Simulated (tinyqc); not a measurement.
Velocity overshoot from momentum and energy balance equations after a field step. Inputs raised by 2 %, one at a time. Computed by tinyqc, a small Python program. Command: `OMP_NUM_THREADS=1 python tinyqc.py 3012238 3012239 out.jsonl overshoot sens`. One thread of a shared host (Intel(R) Xeon(R) Processor @ 2.30GHz), about 0.04 s of CPU time with the checks.

At t = 0 the field jumps from 0 to F in a uniform sample. v is the drift velocity and u = w - (3/2) k_B T the excess energy per carrier.

Inputs (values chosen for the exercise, modelled on electrons in germanium except for tau_E):
```
quantity,value,unit
effective mass m,0.12,m_0
low-field mobility mu_0,3900,cm^2/(V s)
saturation velocity v_s,0.67,1e7 cm/s
energy relaxation time tau_E,0.76,ps
field after the step F,3.2,kV/cm
lattice temperature T,300,K
time step dt,14,fs
```

Scheme: explicit Euler.

Constants: m_0 = 9.1093837015e-31 kg; e = 1.602176634e-19 C; k_B = 8.617333262e-05 eV/K.

Method:
- dv/dt = e F/m - v/tau_m(u), du/dt = e F v - u/tau_E, tau_m(u) = tau_0/(1 + c u), tau_0 = m mu_0/e, c = mu_0/(e tau_E v_s^2); this choice gives the steady state v (1 + mu_0 F v/v_s^2) = mu_0 F, which saturates at v_s. Steady velocity v = 2 mu_0 F/(1 + sqrt(1 + 4 (mu_0 F/v_s)^2)); u = e F v tau_E; carrier temperature T + 2u/(3 k_B), neglecting the drift energy m v^2/2.
- Step: v_new = v + dt (e F/m - v/tau_m(u)), u_new = u + dt (e F v - u/tau_E). Start v = u = 0; the distance adds dt (v + v_new)/2.
- Run to 8 times the larger of tau_E and tau_0, but at most 20001 steps, and stop early if |v| > 1000 v_s or u < -1/(2c); the run is accepted if the last v is within 0.5 % of the steady value.

Runs:
```
input moved,from,to,peak velocity (1e7 cm/s),peak over steady velocity,steady velocity (1e7 cm/s),steady carrier temperature (K)
base run,-,-,0.78251,1.5228,0.51387,396.68
effective mass m (m_0),0.12,0.1224,0.77981,1.5175,0.51387,396.68
low-field mobility mu_0 (cm^2/(V s)),3900,3978,0.78954,1.5287,0.51649,397.18
saturation velocity v_s (1e7 cm/s),0.67,0.6834,0.78827,1.5117,0.52144,398.11
energy relaxation time tau_E (ps),0.76,0.7752,0.78504,1.5277,0.51387,398.62
field after the step F (kV/cm),3.2,3.264,0.79234,1.5341,0.51649,399.12
```

Exponents ln(y'/y) / ln(x'/x):
```
input,peak velocity,peak over steady velocity,steady velocity,steady carrier temperature
effective mass m,-0.175,-0.175,0.000,0.000
low-field mobility mu_0,0.452,0.195,0.257,0.063
saturation velocity v_s,0.371,-0.368,0.738,0.181
energy relaxation time tau_E,0.163,0.163,0.000,0.246
field after the step F,0.630,0.374,0.257,0.309
```

Among the inputs moved here: peak velocity answers most in size to field after the step F (exponent +0.630), next to low-field mobility mu_0 (+0.452). Peak over steady velocity answers most in size to field after the step F (exponent +0.374), and about equally to saturation velocity v_s (-0.368). Steady velocity answers most in size to saturation velocity v_s (exponent +0.738), next to low-field mobility mu_0 (+0.257); its exponent is below 0.0005 for effective mass m, energy relaxation time tau_E. Its exponent 0.000 in energy relaxation time tau_E: c is tied to tau_E so that the steady curve is fixed. Steady carrier temperature answers most in size to field after the step F (exponent +0.309), next to energy relaxation time tau_E (+0.246); its exponent is below 0.0005 for effective mass m.

Extremes, crossings and ranges named in words are read from the listed rows.
